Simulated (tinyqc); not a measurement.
## Reflectance at normal incidence against thickness

Normal incidence on air, film (n1) and substrate (N2 = n2 - i k2): r01 = (1 - n1)/(1 + n1), r12 = (n1 - N2)/(n1 + N2), amplitude (r01 + r12 X)/(1 + r01 r12 X), X = exp(-4 pi i n1 d/lam), R its squared modulus, phase from 0 to 360 degrees.

Parameters, values chosen for the exercise:
- lam = 546.1 nm (wavelength)
- n1 = 2.406 (index of the transparent film)
- n2 = 4.086 (index of the substrate)
- k2 = 0.031 (extinction coefficient of the substrate)

Result of one run:
```
d (nm),R (%),phase of the reflected amplitude (degrees)
14,33.389,166.89
```

What becomes of these results when the film thickness d is changed from 14 to 0 nm, all else the same?

Result of the changed run:
```
d (nm),R (%),phase of the reflected amplitude (degrees)
0,36.819,179.77
```

The whole series:
```
d (nm),R (%),phase of the reflected amplitude (degrees)
0,36.819,179.77
14,33.389,166.89
28,23.583,154.12
41,11.202,146.17
55,3.0612,172.69
69,8.6073,213.47
82,20.826,208.37
96,31.800,195.89
110,36.642,182.97
```

R goes from 36.8 through a minimum of 3.06 (at d = 55 nm among the rows listed) to 36.6 %. At a quarter wave, d = 56.7 nm, R = 2.97 %; for a transparent substrate it would vanish for n1 = sqrt(n2) = 2.02.

Program tinyqc, `OMP_NUM_THREADS=1 python tinyqc.py 2870131 2870132 out.jsonl`; Intel Xeon 2.30GHz, shared host, one thread, about 0.01 s.
